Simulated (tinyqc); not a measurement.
Reaction control against transport control: chemical vapour deposition: Grove model, boundary layer, depletion and step coverage. Computed by tinyqc, a small Python program. Command: `OMP_NUM_THREADS=1 python tinyqc.py 3015606 3015607 out.jsonl cvd walk`. One thread of a shared host (Intel(R) Xeon(R) Processor @ 2.30GHz), about 0.04 s of CPU time with the checks.

A precursor diffuses to the surface and reacts there at first order; each molecule that reacts adds one formula unit of film.

Inputs (values chosen for the exercise, close to those used for epitaxial silicon from a chlorosilane):

| quantity | value | unit |
|---|---|---|
| prefactor k0 of k_s | 7.6e+08 | cm/s |
| activation energy E | 1.94 | eV |
| temperature T | 950 | C |
| total pressure p | 83 | torr |
| mole fraction of the precursor Y | 0.014 | - |
| gas diffusivity D0 at 273.15 K and 760 torr | 0.2 | cm^2/s |
| film density N | 5e+22 | formula units/cm^3 |
| gas velocity U | 53 | cm/s |
| kinematic viscosity nu0 at 273.15 K and 760 torr | 0.47 | cm^2/s |
| susceptor length L | 20 | cm |
| channel height b | 5.7 | cm |

Reactor: horizontal, reduced pressure.

Constants: k_B = 8.617333262e-05 eV/K; k_B = 1.380649e-23 J/K.

Method:
- k_s = k0 exp(-E/(k_B T)); C_g = Y p/(k_B T), 1 torr = 133.322 Pa; D = D0 (T/273.15)^1.75 (760/p).
- nu = nu0 (T/273.15)^1.75 (760/p); Re = U L/nu; mean boundary layer delta = (2/3) L/sqrt(Re), at most b/2; h_g = D/delta.
- Fluxes in series: C_s = C_g/(1 + k_s/h_g); growth rate G = k_s h_g/(k_s + h_g) C_g/N; 1 cm/s = 6e8 nm/min.
- Temperatures in kelvin are T(C) + 273.15.

Rates:

| T (C) | k_s (cm/s) | h_g (cm/s) | G (nm/min) | reaction limit (nm/min) | transport limit (nm/min) |
|---|---|---|---|---|---|
| 750 | 2.1128e-01 | 6.846 | 26.97 | 2.7806e+01 | 900.9 |
| 800 | 5.8897e-01 | 7.137 | 68.27 | 7.3899e+01 | 895.5 |
| 850 | 1.4986e+00 | 7.629 | 150.16 | 1.7966e+02 | 914.6 |
| 900 | 3.5212e+00 | 8.234 | 283.09 | 4.0416e+02 | 945.0 |
| 950 | 7.7158e+00 | 8.857 | 453.95 | 8.4939e+02 | 975.1 |
| 1000 | 1.5897e+01 | 9.501 | 628.93 | 1.6812e+03 | 1004.8 |
| 1050 | 3.1010e+01 | 10.163 | 778.96 | 3.1557e+03 | 1034.3 |
| 1100 | 5.7619e+01 | 10.845 | 894.99 | 5.6501e+03 | 1063.4 |
| 1150 | 1.0250e+02 | 11.545 | 981.77 | 9.6979e+03 | 1092.4 |

What follows from these numbers?

The apparent activation energy of G is 1.76 eV between the first rows and 0.31 eV between the last, against E = 1.94 eV. k_s passes h_g between 950 and 1000 C, where control shifts from the surface to the gas. In the reaction limit the slope is E - k_B T, because C_g falls as 1/T; any further lowering comes from transport. The transport limit turns upwards in the rows where delta has reached its cap b/2.

Extremes, crossings and ranges named in words are read from the listed rows.
